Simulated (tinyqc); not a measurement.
# Worked calculation: carrier lifetime of an n-type layer with SRH, radiative, Auger and surface recombination

tinyqc, about 0.01 s, one thread, Intel Xeon 2.30GHz (shared host): `OMP_NUM_THREADS=1 python tinyqc.py 2300063 2300064 out.jsonl` Printed values are rounded.

Uniform excess density dn = dp (no trapping), n = n0 + dn, p = p0 + dn, Boltzmann statistics, full ionisation. Surfaces enter as a rate 2 S dn/d, which holds while diffusion to them is fast.

Parameters, values chosen for the exercise; band and dielectric values close to those of indium phosphide: temperature T = 400 K; band gap Eg = 1.34 eV; conduction-band density of states at T Nc = 8.74e17 cm^-3; valence-band density of states at T Nv = 1.68e19 cm^-3; radiative coefficient B = 1.2e-10 cm^3/s; donor density N = 4.6e16 cm^-3; Auger coefficient (two electrons) Cn = 3.6e-30 cm^6/s; Auger coefficient (two holes) Cp = 3.1e-30 cm^6/s; trap density Nt = 4.9e12 cm^-3; capture cross-section for electrons sn = 5e-15 cm^2; capture cross-section for holes sp = 8e-15 cm^2; thermal velocity (both carriers) vth = 1.6e7 cm/s; trap level below the conduction band Et = 0.74 eV; surface recombination velocity (both faces) S = 0 cm/s; sample thickness d = 5 um; generation rate G = 1e22 cm^-3 s^-1.

Constants: q = 1.602176634e-19 C, kB = 1.380649e-23 J/K, Vt = kB T/q. Results are converted to the units shown.

## Equilibrium densities and SRH constants

ni = sqrt(Nc Nv) exp(-Eg/(2 Vt)), Eg in volts; majority density N/2 + sqrt(N^2/4 + ni^2), n0 p0 = ni^2; n1 = Nc exp(-Et/Vt), p1 = Nv exp((Et - Eg)/Vt); tn0 = 1/(sn vth Nt), tp0 = 1/(sp vth Nt).

ni = 1.386060e10 cm^-3
n0 = 4.6e16 cm^-3
p0 = 4176.437 cm^-3
n1 = 4.148793e8 cm^-3
p1 = 4.630651e11 cm^-3
tn0 = 2.551020e-6 s
tp0 = 1.594388e-6 s

## Starting value

dn = 8e13 cm^-3.

dn at the start = 8e13 cm^-3

## Iteration 1: new dn

With e = n p - ni^2 = dn (n0 + p0 + dn): U_SRH = e/(tp0 (n + n1) + tn0 (p + p1)), U_rad = B e, U_Aug = (Cn n + Cp p) e, U_s = 2 S dn/d. Substitution: tau = dn/U with U the sum, dn(new) = G tau.

U_SRH = 5.003621e19 cm^-3 s^-1
U_rad = 4.423680e20 cm^-3 s^-1
U_Aug = 6.124438e17 cm^-3 s^-1
U_s = 0 cm^-3 s^-1
tau = 1.622663e-7 s
dn after iteration 1 = 1.622663e15 cm^-3

## Iteration 2: new dn

As before.

U_SRH = 9.651044e20 cm^-3 s^-1
U_rad = 9.273065e21 cm^-3 s^-1
U_Aug = 1.363696e19 cm^-3 s^-1
U_s = 0 cm^-3 s^-1
tau = 1.582807e-7 s
dn after iteration 2 = 1.582807e15 cm^-3

## Course of the iteration

Stop when the step is below 1e-10 of the value, or after 40 iterations.

Course of the iteration:
```
iteration	dn before the step (cm^-3)	step (cm^-3)
1	8e13	1.54e15
2	1.622663e15	-3.99e13
3	1.582807e15	1.02e12
4	1.583828e15	-2.61e10
5	1.583802e15	6.70e8
6	1.583802e15	-1.72e7
7	1.583802e15	4.39e5
8	1.583802e15	-1.13e4
```

Converged in 8 iterations. At the solution d ln U/d ln dn = 1.03, so the logarithmic slope of the map is 1 - 1.03 = -0.03; its size is below 1, so substitution contracts.

## Lifetime, shares and quasi-Fermi splitting

converged dn = 1.583802e15 cm^-3

With e = n p - ni^2 = dn (n0 + p0 + dn): U_SRH = e/(tp0 (n + n1) + tn0 (p + p1)), U_rad = B e, U_Aug = (Cn n + Cp p) e, U_s = 2 S dn/d. tau = dn/U, shares of U, splitting Vt ln(n p/ni^2), radiative efficiency U_rad/U.

tau = 1.583802e-7 s
shares (%): SRH 9.43120, radiative 90.43600, Auger 0.13280, surface 0.00000
quasi-Fermi splitting = 0.9201672 V

Radiative recombination takes the largest share. dn is 0.034 times the doping: low injection.
